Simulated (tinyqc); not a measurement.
## Gate sheet resistance from two finger widths

Inverse problem. At low frequency R = Rsh Wf/(3 L) + B/Wf, where B collects the channel and vertical terms. Find Rsh, B and the width of lowest R.

Parameters, values chosen for the exercise:
```
symbol  value  unit         meaning
L        0.17    um  channel length
```

input resistance of single fingers, contacted at one end, of width 0.53 and 7.5 um (ohm): 68.882723  151.19216

Solution. R Wf is a straight line in Wf^2; the minimum of R lies where both terms are equal.

Rsh = 10.00 ohm/square
B = 31.00 ohm um
width of lowest R = 1.257 um

tinyqc, about 0.01 s, one thread, Intel Xeon 2.30GHz (shared host): `OMP_NUM_THREADS=1 python tinyqc.py 2262056 2262057 out.jsonl`
